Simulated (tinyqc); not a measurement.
From results back to parameters: thresholds of impact ionisation and Auger recombination from band masses. Three cases, with inputs chosen for the exercise.

Problem. For parabolic bands the thresholds of impact ionisation are Eg (1 + 2 mu)/(1 + mu) for electrons and Eg (2 + mu)/(1 + mu) for heavy holes, mu = me/mh. Both are given.

Find: Eg; mu.

Method. The sum is 3 Eg; mu = (E_e - Eg)/(2 Eg - E_e).

Case 1.

thresholds for electrons and holes (eV): 1.810581  2.986419

Solution.

Eg = 1.599 eV
mu = 0.1525

Case 2.

thresholds for electrons and holes (eV): 1.849378  3.043622

Solution.

Eg = 1.631 eV
mu = 0.1546

Case 3.

thresholds for electrons and holes (eV): 0.437909  0.798091

Solution.

Eg = 0.412 eV
mu = 0.0671

Computed by tinyqc, one run a case: `OMP_NUM_THREADS=1 python tinyqc.py N N+1 out.jsonl` with N = 1850271, 1850290, 1850296; one thread of a shared Intel(R) Xeon(R) Processor @ 2.30GHz, about 0.01 s a run at most.
